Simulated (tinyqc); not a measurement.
# From decay length back to impurity potential U

Model: Koster-Slater impurity in a tight-binding band, by Green functions and by supercells. Computed by tinyqc, a small Python program. Command: `OMP_NUM_THREADS=1 python tinyqc.py 3011227 3011228 out.jsonl kosterslater inv`. One thread of a shared host (Intel(R) Xeon(R) Processor @ 2.30GHz), about 0.1 s of CPU time with the checks.

One orbital per site, e(k) = -2 t sum cos(k_i) over 3 direction(s), band from -6 t to 6 t, lattice constant 1. One site has the extra energy U. Spin is left out.

Inputs (values chosen for the exercise, for a model band): hopping t = 1.3 eV.

Lattice: simple cubic.

Method:
- Outside the band G0(E) = (1/pi) int_0^pi dk (2/(pi z)) K(16 t^2/z^2), z = E + 2 t cos k, K the complete elliptic integral with parameter m; 200 Gauss-Legendre points.
- A bound state solves 1/U = G0(E).
- Bisection in ln(distance from the edge) between 1e-5 t and |U| + t. Weight on the impurity site: -1/(U^2 dG0/dE), by a central difference with step min(1e-4 t, distance/30). Decay length along an axis: 1/arccosh(1 + distance/(2 t)).

Question. A run gave the result below. Find the impurity potential U, known to lie between -15 and -7.8 eV.

decay length = 0.7362831 sites

Answer.

Each step takes the trial c = (a f_b - b f_a)/(f_b - f_a), f being the result less the target; c replaces end b, the old b replaces a if the sign of f changed, and otherwise f_a is halved.

Scan of the range:
```
impurity potential U (eV)  decay length (sites)
-15.0                                  0.482499
-13.8                                  0.511842
-12.6                                  0.549506
-11.4                                  0.600033
-10.2                                  0.672149
-9.0                                   0.785172
-7.8                                   0.992538
```

False position (Illinois rule) inside the bracket:
```
step     end a     end b     trial  decay length (sites)
1     -10.2000  -9.00000  -9.51907              0.729167
2      -9.0000  -9.51907  -9.45312              0.735580
3      -9.0000  -9.45312  -9.44045              0.736833
4      -9.4531  -9.44045  -9.44601              0.736282
5      -9.4404  -9.44601  -9.44600              0.736283
6      -9.4404  -9.44600  -9.44600              0.736283
7      -9.4460  -9.44600  -9.44600              0.736283
```

Decay length rises at every point of a 13-point scan of the range (every second point is shown), so one value fits; it is bracketed by -10.2 and -9.00. Answer: impurity potential U = -9.446 eV.
